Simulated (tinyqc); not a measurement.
Worked calculation: square lattice in a magnetic field (Harper-Hofstadter model). Values are carried at full precision from step to step, so a last printed digit may differ when a step is redone from the rounded ones.

Constants: h/e = 413566.7697 T angstrom^2.

Inputs chosen for the exercise (a lateral superlattice; not measured data):
```
symbol  value           unit      meaning
p       2                         flux per plaquette p/q, in units of h/e
q       5
a       130             angstrom  period
tx      1.1             meV       hopping along x
ty      1.2             meV       hopping along y
k       (0.553, 0.517)            kx, ky
```

## The field behind the flux

B = (p/q)(h/e)/a^2, and the field for one flux quantum a cell.

B = 9.789 T
field for one quantum = 24.47 T

## The Harper matrix

Landau gauge, lattice period 1: the magnetic cell has q sites j = 0 to q - 1 along x. H_jj = -2 ty cos(ky + 2 pi p j/q), H_(j,j+1) = -tx, and the bond from q - 1 back to 0 is H_(q-1,0) = -tx exp(i q kx). The levels depend on k only through cos(q kx) and cos(q ky), so the band edges lie at (0, 0) and (pi/q, pi/q).

Fill it in at the given k.

H(k) (meV), lower triangle (Hermitian):
```
,0,1,2,3,4
0,-2.0863
1,-1.1000,2.3851
2,0,-1.1000,-1.7729
3,0,0,-1.1000,0.4835
4,1.0229-0.4045i,0,0,-1.1000,0.9906
```

## Levels at that k

Diagonalise; the trace is a check.

levels (meV): -2.7376  -2.4421  0.1802  1.9941  3.0054

trace = 0.0000 meV

## Band edges

Diagonalise at (0, 0) and (pi/q, pi/q).

Bands (meV):
```
band,bottom,top,width,gap above
1,-3.0162,-2.6849,0.3313,0.1796
2,-2.5052,-1.9687,0.5365,1.7635
3,-0.2052,0.2052,0.4105,1.7635
4,1.9687,2.5052,0.5365,0.1796
5,2.6849,3.0162,0.3313,-
```

The bands cover 2.146 meV of the zero-field width 4 (tx + ty) = 9.2 meV.

## Hall conductance of the gaps

Gap r (r bands filled) has sigma_xy = t_r e^2/h in size and relative sign, where r = q s_r + p t_r with integers and |t_r| <= q/2; the Chern number of band r is t_r - t_(r-1), with t_0 = t_q = 0.

Integers:
```
r,t_r,s_r,Chern number of band r
1,-2,1,-2
2,1,0,3
3,-1,1,-2
4,2,0,3
5,0,1,-2
```

The first gap carries t = -2; a single Landau level would carry 1.

## Checks

- Size of the Chern number of band 1 from plaquette phases against the integer equation: both 2.00.

Program tinyqc; command `OMP_NUM_THREADS=1 python tinyqc.py 1250818 1250819 out.jsonl`; about 0.02 s on one thread of a shared Intel(R) Xeon(R) Processor @ 2.30GHz.
